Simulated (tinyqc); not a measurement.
Worked calculation: capillary instabilities by surface diffusion: grooving and agglomeration of films, edge retraction, wire break-up and smoothing of roughness. Computed by tinyqc, a small Python program that keeps every step. Command: `OMP_NUM_THREADS=1 python tinyqc.py 3000821 3000822 out.jsonl dewet walk`. One thread of a shared host (Intel(R) Xeon(R) Processor @ 2.30GHz), about 0.01 s of CPU time with the checks. Intermediate numbers are printed to about 7 digits and carried at full precision; extremes and crossings named in words are read from the listed rows.

Isotropic surface energy; shapes change by surface diffusion alone.

Inputs (values chosen for the exercise, of the order of those of a cobalt film):
```
quantity                                value        unit
surface energy gamma_s                   2.12       J/m^2
grain-boundary energy gamma_b               1       J/m^2
interface energy gamma_i                  1.9       J/m^2
contact angle on the substrate theta       50     degrees
atomic volume Omega                      11.1  angstrom^3
surface sites nu                           15      1/nm^2
prefactor D0                          3.5e-05       m^2/s
activation energy Q                      1.55          eV
temperature T                            1357           K
time t                                   8100           s
film thickness h                           52          nm
grain radius R                            220          nm
wire radius r                             6.6          nm
initial ripple over radius               0.02           -
roughness wavelength lambda                11          nm
```

Grooves: at the surface and the interface.

Constants: k_B = 8.617333262e-05 eV/K; k_B = 1.380649e-23 J/K.

## The Mullins constant

B = D_s nu gamma_s Omega^2/(k_B T), D_s = D0 exp(-Q/(k_B T)).

D_s = 6.130627e-11 m^2/s

B = 1.282079e+07 nm^4/s

length (B t)^(1/4) = 567.6753 nm

Lengths grow as t^(1/4): doubling one takes 16 times as long, or roughly 400 K more.

## Will grooves cut through?

Groove angle beta: sin(beta) = gamma_b/(2 gamma). For circular grains of radius R with spherical caps the groove ends (measured from the mean surface) at the depth R g(beta), g = (2 - 3 cos beta + cos^3 beta)/(3 sin^3 beta). The film parts if R [g(beta_s) + g(beta_i)] > h.

beta_s = 13.64168 degrees

beta_i = 15.25752 degrees

sum of g = 0.1274612

critical R/h = 7.845522

final depth over h = 0.5392591

The grooves stop short by this estimate; triple junctions groove deeper and may still open.

## Groove growth in time

Mullins' isolated groove: depth below the flat surface d = 0.780 m (B t)^(1/4), m = tan(beta_s), width between the ridges 4.6 (B t)^(1/4); time to reach h: (h/(0.780 m))^4/B.

groove depth = 107.4624 nm

groove width = 2611.306 nm

time to reach the substrate = 444.0918 s

Caution: this depth exceeds the film thickness, so the isolated-groove formula no longer applies. Caution: the grooves of neighbouring boundaries overlap, so the depth levels off at its final value. Caution: the grains are too small for the surface groove ever to reach the depth h.

## Retraction of a straight edge

A rim shaped as a circular segment with contact angle theta holds the area h x; its radius r obeys r^2 (theta - sin theta cos theta) = h x. To advance, the edge must carry a strip of the rim height H = r (1 - cos theta) over the rim, driven by the curvature 1/r over the distance r theta (the scaling argument of Brandon and Bradshaw): H dx/dt = B/(theta r^2) gives x^(5/2) = (5/2) B t c^(3/2)/(theta (1 - cos theta) h^(3/2)), c = theta - sin theta cos theta.

retraction x = 3066.714 nm

rim height H = 231.3258 nm

present speed = 0.1514427 nm/s

The rim is 4.4 times the film thickness. x goes as t^(2/5) h^(-3/5): thin films retract faster.

## Break-up of a free wire

A wire with r + A cos(k z) has dA/dt = (B/r^4) (kr)^2 [1 - (kr)^2] A: unstable for wavelengths above 2 pi r, fastest at kr = 1/sqrt 2 with the rate B/(4 r^4); break-up time about (4 r^4/B) ln(r/A0); each wavelength makes a sphere of radius (3 r^2 lambda_m/4)^(1/3).

fastest wavelength = 58.64605 nm

break-up time = 0.002315913 s

radius of the spheres = 12.42022 nm

t over the break-up time = 3497540

The wire breaks up within t. Caution: faceting can stabilise wires along low-index directions.

## Smoothing against break-up

Roughness of wavelength lambda on a flat face decays as exp[-B (2 pi/lambda)^4 t]; the smoothing time is that for a factor e^3.

Times (s); the last column is (h/(0.780 tan beta_s))^4/B:
```
T (K)    B (nm^4/s)     smoothing  wire break-up  groove to depth h
1153   1.445966e+06  1.949012e-05     0.02053426           3937.580
1221   3.255288e+06  8.657314e-06     0.00912111           1749.034
1289   6.707484e+06  4.201583e-06     0.00442667            848.844
1357   1.282079e+07  2.198152e-06     0.00231591            444.092
1425   2.298153e+07  1.226291e-06     0.00129199            247.747
1493   3.897718e+07  7.230397e-07     0.00076178            146.075
1628   9.707085e+07  2.903245e-07     0.00030588             58.654
```

All times share 1/B, so their ratios do not depend on T: break-up over smoothing is 1100. An anneal can smooth this roughness well before the wire breaks. Smoothing is safe for lambda well below 2 pi r, above which a ripple along the wire grows instead. B spans 1.8 decades over these rows.

Checks made by the program: g against the volume of a spherical cap (relative difference below 1e-10).
